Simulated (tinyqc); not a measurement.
Thin-body transistor below threshold, two-dimensional Poisson equation on a small mesh: effect of the drain voltage.

A thin body on a thick buried insulator of low permittivity, taken as carrying no normal field at the bottom of the body (row 0). Mobile charge is neglected (subthreshold), the body is fully depleted, and potentials are counted from the intrinsic level; rows run upward to the gate, columns from source to drain.

Mesh: rows i = 0..12 in the semiconductor (step hs = tb/12, row 12 on the interface), then 8 step(s) ho = tox/8 up to the gate row 20; columns j = 0..80 (step hy = L/80). Box integration, divided by eps0: up_i = eps hy/h of the interval above row i, dn_i = that of the interval below (0 for row 0), lat_i = (sum of eps h/2 over the intervals above and below)/hy, s_i = -q Na w_i hy/eps0 with w_i the semiconductor height of the box (hs/2 for row 0 and the interface row, hs between, 0 in the insulator). Each free node obeys (up + dn + 2 lat) psi = up psi(above) + dn psi(below) + lat [psi(left) + psi(right)] + s. Fixed values: gate row Vg - Vfb; column 0 at Vbi and the last column at Vbi + Vd in the semiconductor, each running linearly to Vg - Vfb across the insulator. The system is solved directly. On row 0 the minimum of psi and its place come from a parabola through the three lowest nodes; barrier = Vbi - minimum, swing = Vt ln 10/(d psi/dVg), DIBL = (d psi/dVd)/(d psi/dVg) there. Lambda = pi/k with k the smallest positive root of tan(k tox) tan(k tb) = eox/eps_r.

Values chosen for this exercise; semiconductor permittivity close to that of silicon: temperature T = 325 K; relative permittivity of the semiconductor eps_r = 11.9; relative permittivity of the insulator eox = 22; body thickness tb = 3 nm; insulator thickness tox = 3.6 nm; channel length L = 20 nm; acceptor density of the depleted body Na = 5e17 cm^-3; potential of the source Vbi = 0.47 V; gate offset Vfb = -0.03 V; gate voltage Vg = 0 V.

Constants: q = 1.602176634e-19 C, kB = 1.380649e-23 J/K, Vt = kB T/q, eps0 = 8.8541878128e-14 F/cm where lengths are in cm. Results are converted to the units shown.

Results:
```
Vd (V)  L/Lambda  barrier (V)  place y/L  swing (mV/decade)  DIBL (mV/V)
0.05       1.803       0.3811     0.4905              75.18        78.41
0.45       1.803       0.3582     0.4373              75.95        58.49
0.65       1.803       0.3488     0.4191              76.49        53.08
0.85       1.803       0.3402     0.4039              77.06        49.01
1.05       1.803       0.3323     0.3909              77.65        45.81
```

Estimate the missing row, Vd = 0.25 V.

Computed row:
```
Vd (V)  L/Lambda  barrier (V)  place y/L  swing (mV/decade)  DIBL (mV/V)
0.25       1.803       0.3688     0.4600              75.48        66.19
```

With this row back in the table: As Vd goes from 0.05 to 1.05 V, the barrier falls from 0.381 to 0.332 V, the swing rises from 75.2 to 77.6 mV a decade and DIBL falls from 78.4 to 45.8 mV/V; the ideal swing is 64.5. The barrier top moves from y/L = 0.490 to 0.391, towards the source. In every row the body is under 5 nm thick, where quantum confinement matters.

tinyqc, about 0.09 s, one thread, Intel Xeon 2.30GHz (shared host): `OMP_NUM_THREADS=1 python tinyqc.py 2480069 2480070 out.jsonl`
